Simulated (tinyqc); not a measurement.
CIS on RHF in the sto-3g basis, for H4, spin multiplicity 1, step by step. One step of it, computed by the program tinyqc.

Question. CIS matrix, singlets. A(ia,jb) = (e_a - e_i) d_ij d_ab + 2 (ia|jb) - (ij|ab).

orbital energies (hartree): MO1 -0.572531, MO2 -0.401226, MO3 0.302045, MO4 0.713057

Two-electron integrals over orbitals (pq|rs), unique and non-zero (hartree):
```
(11|11) 0.460298    (21|21) 0.174985    (22|11) 0.425593    (22|22) 0.437900
(31|11) -0.064562   (31|22) 0.005660    (31|31) 0.109059    (32|21) 0.084919
(32|32) 0.121327    (33|11) 0.429840    (33|22) 0.430927    (33|31) -0.006538
(33|33) 0.448803    (41|21) 0.033342    (41|32) -0.067290   (41|41) 0.094225
(42|11) 0.070447    (42|22) 0.007593    (42|31) -0.103561   (42|33) 0.005322
(42|42) 0.109163    (43|21) -0.169282   (43|32) -0.086861   (43|41) -0.031218
(43|43) 0.181161    (44|11) 0.481912    (44|22) 0.448703    (44|31) -0.068847
(44|33) 0.461530    (44|42) 0.077590    (44|44) 0.529811
```

Give: CIS matrix A, singlet.

Answer.

CIS matrix A, singlet (hartree), order 1>3, 1>4, 2>3, 2>4:
$$\begin{pmatrix}
0.6629 & 0.0000 & 0.0000 & -0.0378 \\
0.0000 & 0.9921 & 0.0347 & 0.0000 \\
0.0000 & 0.0347 & 0.5150 & 0.0000 \\
-0.0378 & 0.0000 & 0.0000 & 0.8839
\end{pmatrix}$$
